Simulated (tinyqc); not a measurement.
## Front-illuminated p-i-n photodiode, quantum efficiency and bandwidth: efficiency and bandwidth against the thickness of the depleted layer

Light enters through a p layer (0 to xp), a depleted layer (xp to xp + wi) and a thick n substrate, decaying as exp(-al x); one pass, no back reflection. Carriers made in the depleted layer are all collected; those in the neutral layers diffuse.

k = al Ln, s = S Ln/Dn, e = exp(-al xp); front layer f1 = (k/(k^2 - 1)) {[s + k - e (s cosh(xp/Ln) + sinh(xp/Ln))]/[s sinh(xp/Ln) + cosh(xp/Ln)] - k e}; depleted layer f2 = e (1 - exp(-al wi)); substrate f3 = e exp(-al wi) al Lp/(1 + al Lp); external efficiency (1 - Rf)(f1 + f2 + f3); responsivity = efficiency q lam/(h c). Drift response for pairs made in the depleted layer, a = al wi, g = 1 - exp(-a), u = 2 pi i f, te = wi/ve, th = wi/vh: electrons He = [g - a (exp(-a) - exp(-u te))/(u te - a)]/(u te g), holes Hh = [g - a (1 - exp(-a - u th))/(a + u th)]/(u th g); C = eps0 eps_r pi (dia/2)^2/wi + Cp; total |He + Hh|/sqrt(1 + (2 pi f RL C)^2), for the current of the depleted layer alone. Limits are the frequencies at which each factor falls to 1/sqrt(2); inverse-square sum (f_transit^-2 + f_RC^-2)^(-1/2); the diffusion currents f1 and f3 are left out of the bandwidth.

Inputs (values chosen for the exercise); values close to those of gallium arsenide at this wavelength:
```
symbol,value,unit,meaning
lam,850,nm,wavelength
al,10200,1/cm,absorption coefficient
Rf,0.02,,reflectance of the front face
eps_r,12.8,,relative permittivity
xp,0.17,um,thickness of the front p layer
Dn,42,cm^2/s,electron diffusion coefficient in the p layer
Ln,0.27,um,electron diffusion length in the p layer
S,600,cm/s,recombination velocity of the front surface
Lp,6.5,um,hole diffusion length in the thick n substrate
ve,8.26e6,cm/s,electron drift velocity
vh,5.64e6,cm/s,hole drift velocity
dia,430,um,diameter
RL,50,ohm,load resistance
Cp,40,fF,parasitic capacitance
```

Constants: q = 1.602176634e-19 C, h = 6.62607015e-34 J s, c = 299792458 m/s, eps0 = 8.8541878128e-14 F/cm where lengths are in cm. Results are converted to the units shown.

Efficiency and bandwidth against the thickness of the depleted layer:

| wi (um) | f2 | f1 + f3 | responsivity (A/W) | transit limit (GHz) | RC limit (GHz) | 3 dB bandwidth (GHz) | inverse-square sum (GHz) | bandwidth x (1 - Rf) f2 (GHz) |
|---|---|---|---|---|---|---|---|---|
| 0.17 | 0.1339 | 0.7549 | 0.5971 | 214.4 | 0.03287 | 0.03287 | 0.03287 | 0.004311 |
| 0.29 | 0.2153 | 0.6842 | 0.6043 | 126.7 | 0.05605 | 0.05605 | 0.05605 | 0.01183 |
| 0.49 | 0.3307 | 0.5839 | 0.6145 | 76.01 | 0.09466 | 0.09465 | 0.09465 | 0.03068 |
| 0.83 | 0.4802 | 0.4540 | 0.6276 | 45.83 | 0.1602 | 0.1602 | 0.1602 | 0.07539 |
| 1.4 | 0.6392 | 0.3158 | 0.6416 | 27.98 | 0.2698 | 0.2698 | 0.2698 | 0.1690 |
| 2.4 | 0.7681 | 0.2038 | 0.6530 | 16.85 | 0.4615 | 0.4612 | 0.4613 | 0.3472 |
| 4 | 0.8266 | 0.1530 | 0.6581 | 10.21 | 0.7662 | 0.7633 | 0.7640 | 0.6183 |
| 6.7 | 0.8399 | 0.1414 | 0.6593 | 5.930 | 1.275 | 1.239 | 1.247 | 1.020 |
| 11 | 0.8408 | 0.1406 | 0.6594 | 3.477 | 2.072 | 1.732 | 1.780 | 1.427 |

As wi goes from 0.17 to 11, the responsivity rises from 0.597 to 0.659 A/W and the bandwidth rises from 0.0329 to 1.73 GHz. The RC limit is the lower one in every row. Adding inverse squares of the two limits is within 2.8 % of the full result. The product of bandwidth and fast efficiency rises from 0.00431 to 1.43 GHz. For wi = 0.17, 0.29, 0.49, 0.83, 1.4 the diffusion currents exceed 0.3 of the drift current; their own response times, left out, may then shape the whole response.

Computed by the program tinyqc: `OMP_NUM_THREADS=1 python tinyqc.py 2250012 2250013 out.jsonl`, one thread of a shared Intel Xeon 2.30GHz, about 0.01 s for the whole run.
